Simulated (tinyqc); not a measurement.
Comparisons within one model: heterojunction of two tight-binding chains. A value that a table varies takes the place of the one given here.

Left chain: hopping -t1, sites at 2 t1 (band bottom 0). Right chain: hopping -t2, sites at dE + 2 t2 (bottom dE). t = c/(m a^2), c = hbar^2/2m0. The bond across the interface is -tc with tc = f sqrt(t1 t2), and the last left site has the extra energy U. In a chain E = bottom + 2t (1 - cos(ka)); the surface Green function of a half chain is g = -exp(ika)/t, with Im k > 0 where cos(ka) > 1.

Constants: hbar^2/2m0 = 3.80998211 eV angstrom^2.

Inputs chosen for the exercise (masses and offset of the size met at Si / SiGe; the results hold for these values, not for the real material):
- a = 4 angstrom (site spacing)
- m1 = 0.172 m0 (mass on the left)
- m2 = 0.219 m0 (mass on the right)
- dE = 0.13 eV (band offset)
- f = 1 (factor on the interface hopping)
- U = 0.29 eV (extra energy on the last left site)
- E = 0.197 eV (electron energy)

## Transmission against energy, and which matching rule a chain obeys

Chain A is the junction as given; chain B has tc = sqrt(t1 t2) and U = 0; chain C has tc = t2 and U = t2 - t1, the finite-difference form of -d/dx (c/m) d/dx. Continuum formulas T = 4 x y/(x + y)^2 with parabolic k: x, y = k/m on each side (BenDaniel-Duke) or x, y = k (slope continuous).

T:
```
E - dE (eV)  E (eV)  chain A  chain B  chain C  k/m matched  k matched
0.002         0.132   0.3546   0.4245   0.3514       0.3547     0.4283
0.005         0.135   0.4974   0.5819   0.4937       0.4979     0.5863
0.010         0.140   0.6181   0.7076   0.6148       0.6193     0.7121
0.020         0.150   0.7364   0.8227   0.7344       0.7389     0.8266
0.050         0.180   0.8629   0.9328   0.8644       0.8680     0.9354
0.100         0.230   0.9236   0.9771   0.9284       0.9312     0.9785
0.200         0.330   0.9564   0.9953   0.9643       0.9663     0.9958
0.400         0.530   0.9708   0.9999   0.9814       0.9831     0.9999
```

Chain C follows the k/m rule within 0.0045 and chain B the plain k rule within 0.0045, while the two rules differ by up to 0.0928: in B the self-energy of the right side is -t1 exp(i k2 a), so only k2 enters, and in C it is -t2 exp(i k2 a), which carries 1/m2. Chain A, with f = 1 and U = 0.29 eV, has an interface term of its own and lies up to 0.0895 from B and 0.0106 from C.

## When the interface binds a state

A state below both bands solves E - 2 t1 - U - S1(E) - S2(E) = 0 for E < 0, with S1 = -t1 z1, S2 = -(tc^2/t2) z2 and |z| < 1 the decaying root of z + 1/z = 2 - (E - bottom)/t. Decay lengths -a/ln|z|. The threshold is the U that solves the equation at E = 0. A dash: no bound state.

Interface state:
```
U (eV)   E (eV)  decay left (angstrom)  decay right (angstrom)
-0.12         -                      -                       -
-0.24         -                      -                       -
-0.36         -                      -                       -
-0.44   -0.0009                  156.7                    11.6
-0.52   -0.0077                   53.6                    11.3
-0.64   -0.0265                   29.0                    10.6
-0.81   -0.0652                   18.5                     9.5
-1.21   -0.1974                   10.7                     7.4
```

threshold U = -0.4030 eV

The step pushes the state out, so an attraction must exceed 0.4030 eV to bind; 5 of the 8 rows are bound. At U = -1.21 eV the state decays over 10.7 angstrom to the left and 7.4 to the right, where the band lies higher.

## What each parameter does

T = 4 Im(S1) Im(S2) |G|^2 with G = 1/(E - 2 t1 - U - S1 - S2), S1 = -t1 exp(i k1 a), S2 = -(tc^2/t2) exp(i k2 a). Each row changes one parameter from the base and keeps the others.

Results:
```
case                   T    k1 a    k2 a
base              0.8924  0.3795  0.2489
m1 = 0.2064 m0    0.8622  0.4162  0.2489
m2 = 0.2628 m0    0.9070  0.3795  0.2728
dE = 0.08 eV      0.9246  0.3795  0.3295
f = 0.9           0.6575  0.3795  0.2489
U = 0.49 eV       0.7624  0.3795  0.2489
a = 3.2 angstrom  0.9152  0.3029  0.1989
```

The largest shifts from the base row, up to three for each result and ties (the steps differ in size, so this ranks the rows, not the parameters). T: f -0.2349, U -0.1300, dE +0.0322. k1 a: a -0.0766, m1 +0.0367; unchanged at the printed digits by m2, dE, f and U. k2 a: dE +0.0806, a -0.0500, m2 +0.0239; unchanged at the printed digits by m1, f and U.

Computed by tinyqc, a small Python program: `OMP_NUM_THREADS=1 python tinyqc.py 1480003 1480004 out.jsonl` (the numbers bound the seed that draws the inputs); one thread of a shared host (Intel(R) Xeon(R) Processor @ 2.30GHz), about 0.01 s for the whole set of steps.
